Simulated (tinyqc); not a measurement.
Inside a calculation: Lorentz oscillators and the Kramers-Kronig relations. Values are carried at full precision from step to step, so a last printed digit may differ when a step is redone from the rounded ones.

eps(E) = 1 + sum_j S_j/(E0_j^2 - E^2 - i G_j E).

Constants: hbar c = 1973.269805 eV angstrom; hbar^2/2m0 = 3.80998211 eV angstrom^2; e^2/(4 pi eps0) = 14.39964547 eV angstrom.

Inputs chosen for the exercise: E0 = (5.99) eV (resonances); G = (0.91) eV (widths); S = (60.7) eV^2 (strengths); E = 0.9 eV (photon energy); h = 0.25 eV (grid step); M = 30 (grid points E_j = j h); i = 13 (grid index at which eps1 is wanted).

## Dielectric function at one energy

Evaluate each oscillator and the sum.

terms: 1.7299+0.0404i

eps(E) = 2.7299+0.0404i
eps(0) = 2.6917

## Optical constants

n + i k = sqrt(eps1 + i eps2) with k >= 0; R = ((n - 1)^2 + k^2)/((n + 1)^2 + k^2) at normal incidence from vacuum; alpha = 2 E k/(hbar c), times 1e8 for 1/cm; loss function Im(-1/eps) = eps2/(eps1^2 + eps2^2).

Convert eps at the photon energy E into the optical constants.

n = 1.6523
k = 0.0122
R = 0.0605
alpha = 1.12e+03 1/cm
loss function = 0.0054
vacuum wavelength hc/E (hc = 1239.841984 eV nm) = 1377.6 nm

The intensity falls to 1/e within 8.97e+03 nm.

## Absorptive part on the grid

Tabulate eps2 at E_j = j h.

eps2(E_j), j = 1 .. M: 0.0108  0.0218  0.0332  0.0454  0.0586  0.0731  0.0895  0.1083  0.1303  0.1564  0.1880  0.2270  0.2763  0.3401  0.4248  0.5409  0.7062  0.9521  1.3384  1.9858  3.1519  5.3535  8.9930  11.1119  8.1278  4.7515  2.8358  1.8178  1.2443  0.8976

## eps1 at one grid point

Kramers-Kronig: eps1(E) = 1 + (2/pi) P integral_0^infinity E1 eps2(E1)/(E1^2 - E^2) dE1. Maclaurin rule on the grid E_j = j h, j = 1 .. M: eps1(E_i) = 1 + (4 h/pi) sum over j with j - i odd of E_j eps2(E_j)/(E_j^2 - E_i^2); nothing is added above E_M.

List the terms E_j eps2_j/(E_j^2 - E_i^2) for j - i odd, add them and form eps1.

terms in order of j (1/eV): -0.0011  -0.0047  -0.0132  -0.0330  -0.0906  -0.4358  0.7053  0.3979  0.4423  0.6877  1.4956  2.6210  0.9747  0.3310  0.1474

sum = 7.224 1/eV
eps1(E_i) = 3.300

The oscillator formula gives 3.365 at E_i = 3.25 eV. The rule samples every 2h = 0.5 eV against a narrowest width of 0.91 eV and stops at 7.5 eV; coarse sampling and the missing tail make the difference.

## The f-sum on the grid

W(E_M) = (2/pi) h sum_j E_j eps2_j, with half weight on the last point; the full integral equals sum S_j = (hbar omega_p)^2, and the electron density follows from (hbar omega_p)^2 = 8 pi c (e^2/(4 pi eps0)) N with c = hbar^2/2m0.

W(E_M) = 51.29 eV^2
sum S = 60.70 eV^2
share reached on this grid (a step near the line widths can inflate it) = 0.845
hbar omega_p = 7.791 eV
N = 4.40e+22 1/cm^3

## Checks

- The value of eps1 at 0.910 eV from a fine, long grid (with the tail of eps2 ~ 1/E^3 added) against the oscillator formula: both 2.73.

Computed by tinyqc, a small Python program: `OMP_NUM_THREADS=1 python tinyqc.py 1650385 1650386 out.jsonl` (the numbers bound the seed that draws the inputs); one thread of a shared host (Intel(R) Xeon(R) Processor @ 2.30GHz), about 0.1 s for the whole set of steps.
